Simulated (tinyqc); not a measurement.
## Haynes-Shockley experiment: what a collector records, against the distance from injector to collector

A sheet injected at x = 0, t = 0 gives at x = L the signal n(t) = N0 exp(-t/tau - (L - v t)^2/(4 D t))/sqrt(4 pi D t), D = mu Vt, v = mu F. Its peak lies at tp = [-D + sqrt(D^2 + u^2 L^2)]/u^2, u^2 = v^2 + 4 D/tau; dt is the full width at half height. Simple readings: mobility L/(F tp), diffusion coefficient (L dt/tp)^2/(16 ln 2 tp). Area v times the integral of n over N0: (v/u) exp(L (v - u)/(2 D)).

Parameters, values chosen for the exercise:

| symbol | value | unit | meaning |
|---|---|---|---|
| T | 250 | K | temperature |
| mu | 3870 | cm^2/(V s) | minority-carrier mobility |
| F | 7.8 | V/cm | sweep field along the drift |
| tau | 5.6e-6 | s | lifetime |

Constants: q = 1.602176634e-19 C, kB = 1.380649e-23 J/K, Vt = kB T/q. Results are converted to the units shown.

Results:
```
L (um)  L/v (us)  tp (us)  dt (us)  apparent mobility (cm^2/(V s))  apparent D (cm^2/s)      area  exp(-L/(v tau))
380        1.259    1.137    1.030                            4286                94.00    0.7766           0.7987
620        2.054    1.906    1.339                            4171                89.72    0.6753           0.6930
1000       3.313    3.125    1.718                            4103                87.25    0.5413           0.5535
1700       5.632    5.371    2.256                            4058                85.63    0.3601           0.3658
2700       8.945    8.580    2.854                            4034                84.79    0.2012           0.2025
7300       24.18    23.34    4.713                            4009                83.89   0.01382          0.01332
12000      39.75    38.43    6.048                            4003                83.69  8.955e-4         8.261e-4
```

Estimate the missing row, L = 4500 um.

Computed row:
```
L (um)  L/v (us)  tp (us)  dt (us)  apparent mobility (cm^2/(V s))  apparent D (cm^2/s)     area  exp(-L/(v tau))
4500       14.91    14.36    3.695                            4018                84.22  0.07054          0.06980
```

With this row back in the table: True values: mu = 3870 cm^2/(V s), D = 83.4 cm^2/s. The apparent mobility is 11 % above the true one in the first row and 3.4 % above it in the last, and the apparent D 13 % above and 0.38 % above D. The peak always comes before L/v, since spreading and decay both weigh down the later part of the signal; the shift is 9.7 % and 3.3 % in these rows.

Computed by the program tinyqc: `OMP_NUM_THREADS=1 python tinyqc.py 2310130 2310131 out.jsonl`, one thread of a shared Intel Xeon 2.30GHz, about 0.01 s for the whole run.
